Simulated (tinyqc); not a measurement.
## Pinning of the barrier by interface states

Cowley-Sze model with the space charge neglected: phiB = S (phiM - chi) + (1 - S)(Eg - phi0), S = 1/(1 + q Dit dl/(eps0 ei)), dl in cm.

Inputs (values chosen for the exercise); band and dielectric values close to those of silicon: band gap Eg = 1.12 eV; electron affinity chi = 4.08 eV; thickness of the interfacial layer dl = 0.4 nm; relative permittivity of the interfacial layer ei = 3.9; neutral level above the valence band phi0 = 0.6 eV; metal work function phiM = 4.55 eV.

Constants: q = 1.602176634e-19 C, eps0 = 8.8541878128e-14 F/cm where lengths are in cm. Results are converted to the units shown.

Pinning of the barrier by interface states:
```
Dit (cm^-2 eV^-1)        S  phiB (eV)  change of phiB for 0.5 eV more work function (eV)
1e11                0.9981     0.4701                                             0.4991
3e11                0.9945     0.4703                                             0.4972
1e12                0.9818     0.4709                                             0.4909
3e12                0.9473     0.4726                                             0.4736
1e13                0.8435     0.4778                                             0.4217
3e13                0.6424     0.4879                                             0.3212
1e14                0.3502     0.5025                                             0.1751
3e14                0.1523     0.5124                                            0.07613
1e15               0.05113     0.5174                                            0.02556
```

Read the table: what changes, and by how much?

S falls from 0.998 to 0.0511, passing 1/2 at Dit = eps0 ei/(q dl) = 5.39e13 cm^-2 eV^-1. The barrier rises from 0.470 to 0.517 eV, from near the Schottky-Mott value phiM - chi = 0.470 eV towards the pinned value Eg - phi0 = 0.520 eV.

Numbers from tinyqc (`OMP_NUM_THREADS=1 python tinyqc.py 2020055 2020056 out.jsonl`; about 0.08 s on one thread of a shared Intel Xeon 2.30GHz).
